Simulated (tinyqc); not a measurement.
Worked calculation: grain-boundary trapping model (Seto) of a polycrystalline semiconductor film. Computed by tinyqc, a small Python program that keeps every step. Command: `OMP_NUM_THREADS=1 python tinyqc.py 3020038 3020039 out.jsonl poly walk`. One thread of a shared host (Intel(R) Xeon(R) Processor @ 2.30GHz), about 0.01 s of CPU time with the checks. Intermediate numbers are printed to about 5 digits and carried at full precision; extremes and crossings named in words are read from the listed rows.

Grains of equal size L are joined by thin boundaries with one trap level. Trapped carriers deplete a width W on each side and raise a barrier, crossed by thermionic emission. Dopants are fully ionised, statistics are non-degenerate and mu_g does not depend on T.

Inputs (values chosen for the exercise, modelled on polycrystalline germanium):
```
quantity                                     value        unit
permittivity eps                                16           -
effective mass m                              0.19         m_0
effective density of states at 300 K, N_c  6.3e+18      1/cm^3
grain size L                                    46          nm
trap density Q_t                           1.8e+12      1/cm^2
trap level E_t below the band edge             0.3          eV
doping N                                   1.5e+17      1/cm^3
mobility inside the grains mu_g                630  cm^2/(V s)
temperature T                                  300           K
```

Grain interior: resistance included.

Constants: e = 1.602176634e-19 C; eps_0 = 8.8541878128e-12 F/m; k_B = 8.617333262e-05 eV/K; m_0 = 9.1093837015e-31 kg; k_B = 1.380649e-23 J/K.

## Critical doping

If all traps fill, the grain is just depleted at N* = Q_t/L, with the barrier e Q_t L/(8 eps eps_0).

N* = 3.9130e+17 1/cm^3

barrier at N* with all traps filled = 0.11705 V

The traps stay filled only while e V_B is below E_t - k_B T ln(N_c(T)/N*) = 0.228 eV. The barrier above stays below that, so nearly all traps can fill.

## Barrier

N_c(T) = N_c (T/300 K)^(3/2). Filled traps Q = Q_t/(1 + (1/2) exp((E_t* - E_F)/k_B T)), where E_t* = e V_B - E_t and E_F are counted from the band edge at the grain centre. Partial depletion: Q = 2 N W, V_B = e N W^2/(2 eps eps_0), E_F = k_B T ln(N/N_c); solve for W. If that W would exceed L/2 the grain is fully depleted: W = L/2, Q = N L, and E_F follows from the trap equation. Centre density n_0 = N_c exp(E_F/k_B T).

depletion width W = 23 nm

barrier V_B = 0.044870 V

E_F = -0.28534 eV

centre density n_0 = 1.0136e+14 1/cm^3

The grain is fully depleted, and n_0 is 6.76e-4 of N.

## Resistivity and effective mobility

Boundary: sigma_b = L e^2 n_0 exp(-e V_B/k_B T)/sqrt(2 pi m k_B T); drift through the grain, depleted parts included: rho_g = [(1 - 2W/L) + (2W/L) int_0^1 exp(y^2 s^2) ds]/(e n_0 mu_g); rho = 1/sigma_b + rho_g. Mean carrier density n_av = n_0 [(1 - 2W/L) + (2W/L) (sqrt(pi)/2) erf(y)/y], y = sqrt(e V_B/k_B T); effective mobility 1/(e n_av rho).

boundary resistivity = 318.11 ohm cm

drift resistivity rho_g = 201.55 ohm cm

resistivity rho = 519.66 ohm cm

mean carrier density = 6.3923e+13 1/cm^3

effective mobility = 187.90 cm^2/(V s)

A single crystal with the same N and mu_g would have 0.0660 ohm cm, a factor 7870 lower.

## Activation energy

E_a = d ln(rho)/d(1/k_B T) from T - 5 K and T + 5 K; temperature coefficient d ln(rho)/dT.

activation energy E_a = 0.32224 eV

temperature coefficient = -4.1560 %/K

E_a is close to the trap depth E_t = 0.3 eV, since carriers must leave the traps.

## Against the doping

The formulas are those given above.

The same film:
```
N (1/cm^3)  W (nm)   V_B (V)  mean density (1/cm^3)  mobility (cm^2/(V s))  rho (ohm cm)
1.20e+16    23.000  0.003590             9.9838e+11                 386.13    1.6191e+04
3.90e+16    23.000  0.011666             4.3366e+12                 349.97    4.1125e+03
9.80e+16    23.000  0.029315             2.1560e+13                 261.63    1.1065e+03
2.00e+17    23.000  0.059827             1.7154e+14                 129.65    2.8065e+02
3.10e+17    23.000  0.092732             1.8389e+15                  50.40    6.7344e+01
4.70e+17    19.099  0.096949             2.5722e+17                  37.98    6.3888e-01
7.80e+17    11.534  0.058680             6.1131e+17                 108.27    9.4300e-02
1.60e+18     5.625  0.028624             1.4932e+18                 235.52    1.7747e-02
3.90e+18     2.308  0.011744             3.8480e+18                 332.36    4.8802e-03
1.60e+19     0.562  0.002863             1.5986e+19                 384.06    1.0166e-03
```

The barrier peaks among these rows at N = 4.7e17 (0.097 V) and the mobility has its minimum at 4.7e17; N* is 3.9e17. While the grain is fully depleted (W = L/2) V_B grows as N; once all traps are filled it falls as 1/N (last exponent -1.00). Partly depleted rows (W < L/2) with e V_B below 2 k_B T stretch the depletion approximation. Where N approaches N_c the non-degenerate statistics fail. rho drops most steeply, as N^-11.2, between 3.1e17 and 4.7e17.

Checks made by the program: charge in the traps against the depleted charge (relative difference below 1e-10).
